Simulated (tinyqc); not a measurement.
# Reverse leakage of an n+-p junction: diffusion, generation, trap-assisted and band-to-band tunnelling: leakage components against the temperature

One-sided abrupt junction in the depletion approximation, x from the junction (0) to W on the p side, field F = F0 (1 - x/W). Flat quasi-Fermi levels, long p side. Traps generate through SRH with both lifetimes shortened by 1 + Gamma (Hurkx enhancement, form for moderate fields); band-to-band generation is local and needs a total bending above Eg.

Nc and Nv are given at 300 K and scale as (T/300 K)^1.5; all else is held fixed. ni = sqrt(Nc Nv) exp(-Eg/(2 Vt)), Eg in volts; Vbi = Vt ln(Na Nd/ni^2); W = sqrt(2 eps0 eps_r (Vbi + VR)/(q Na)); F0 = 2 (Vbi + VR)/W; FG = sqrt(24 mt m0 (kB T)^3)/(q hbar); J_diff = q ni^2 sqrt(Dn/tau)(1 - exp(-VR/Vt))/Na. u = (Vbi + VR)(1 - x/W)^2, p = Na exp(-u/Vt), n = Nd exp((u - Vbi - VR)/Vt); G0 = ni^2 (1 - exp(-VR/Vt))/(tau (n + p + 2 ni cosh(Et/Vt))); Gamma = 2 sqrt(3 pi)(F/FG) exp((F/FG)^2); trap-assisted part G0 Gamma; G_bb = Ab F^2.5 exp(-Bb/F) with F in V/cm, zero unless Vbi + VR > Eg, and counted as zero under 1 cm^-3 s^-1. Currents are q times the integrals over 0 to W; J_bb under 1e-8 of J is printed as 0; rows with F0/FG above 2.2, beyond the range of this Gamma, are left out.

Inputs (values chosen for the exercise); band and dielectric values close to those of silicon:
```
symbol,value,unit,meaning
Eg,1.1,eV,band gap
eps_r,11.9,,relative permittivity
Nc,2.75e19,cm^-3,conduction-band density of states at the reference temperature
Nv,2.67e19,cm^-3,valence-band density of states at the reference temperature
Na,5.9e17,cm^-3,acceptor density of the lighter side
Nd,5e19,cm^-3,donor density of the heavier side
tau,2e-6,s,SRH lifetime of both carriers at zero field
Et,-0.06,eV,trap level above the intrinsic level
mt,0.25,m0,tunnelling mass
Dn,9,cm^2/s,electron diffusion coefficient on the lighter side
Ab,4.7e14,cm^-0.5 V^-2.5 s^-1,band-to-band prefactor
Bb,1.94e7,V/cm,band-to-band field constant
VR,2,V,reverse bias
```

Constants: q = 1.602176634e-19 C, kB = 1.380649e-23 J/K, hbar = 1.054571817e-34 J s, m0 = 9.1093837015e-31 kg, Vt = kB T/q, eps0 = 8.8541878128e-14 F/cm where lengths are in cm. Results are converted to the units shown.

Result of one run:
```
T (K)  F0 (kV/cm)  F0/FG  J_diff (A/cm^2)  J_SRH (A/cm^2)  J_TAT (A/cm^2)  J_bb (A/cm^2)  J (A/cm^2)              largest part
310           735   1.90         6.11e-13         1.24e-9         6.68e-8        3.21e-8     1.00e-7  trap-assisted tunnelling
```

What becomes of these results when the temperature T is changed from 310 to 400 K, all else the same?

Result of the changed run:
```
T (K)  F0 (kV/cm)  F0/FG  J_diff (A/cm^2)  J_SRH (A/cm^2)  J_TAT (A/cm^2)  J_bb (A/cm^2)  J (A/cm^2)              largest part
400           729   1.28          1.39e-8         3.12e-7         3.55e-6        2.45e-8     3.90e-6  trap-assisted tunnelling
```

The whole series:
```
T (K)  F0 (kV/cm)  F0/FG  J_diff (A/cm^2)  J_SRH (A/cm^2)  J_TAT (A/cm^2)  J_bb (A/cm^2)  J (A/cm^2)              largest part
310           735   1.90         6.11e-13         1.24e-9         6.68e-8        3.21e-8     1.00e-7  trap-assisted tunnelling
340           733   1.65         3.05e-11         1.07e-8         2.91e-7        2.95e-8     3.32e-7  trap-assisted tunnelling
370           731   1.45         8.25e-10         6.59e-8         1.09e-6        2.69e-8     1.19e-6  trap-assisted tunnelling
400           729   1.28          1.39e-8         3.12e-7         3.55e-6        2.45e-8     3.90e-6  trap-assisted tunnelling
430           726   1.15          1.60e-7         1.20e-6         1.01e-5        2.22e-8     1.15e-5  trap-assisted tunnelling
```

J rises from 1.00e-7 to 1.15e-5 A/cm^2. Trap-assisted tunnelling leads at T = 310 and in all other rows. Activation energies over the table: 1.19 eV for diffusion (Eg = 1.1 eV, raised by the T^3 of ni^2), 0.658 eV for SRH generation (Eg/2 + |Et| = 0.610 eV), 0.481 eV for the trap-assisted part, lower since Gamma grows on cooling; the total shows 0.362 eV at the cold end and 0.534 eV at the hot end.

Range of the model: The n+ side is degenerate, so Vbi from Boltzmann statistics is only a guide.

Program tinyqc, `OMP_NUM_THREADS=1 python tinyqc.py 2290137 2290138 out.jsonl`; Intel Xeon 2.30GHz, shared host, one thread, about 0.01 s.
